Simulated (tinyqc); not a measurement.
# Germanium share from the critical thickness

Inverse problem. Critical thickness (Matthews-Blakeslee, 60-degree dislocations): h = bv (1 - nu/4)[ln(h/bv) + 1]/(4 pi e_par (1 + nu)), nu = c12/(c11 + c12). e_par = b1 x. Find e_par and x.

Values chosen for this exercise:
```
symbol   value  unit                      meaning
b1      0.0418        lattice mismatch per unit x
c11        163   GPa             elastic constant
c12       62.6   GPa             elastic constant
bv       0.384    nm               Burgers vector
```

critical thickness = 9.8214970 nm

Solution. For given h the relation is explicit in the strain.

e_par = 0.961 %
x = 0.230

tinyqc, about 0.01 s, one thread, Intel Xeon 2.30GHz (shared host): `OMP_NUM_THREADS=1 python tinyqc.py 2530147 2530148 out.jsonl`
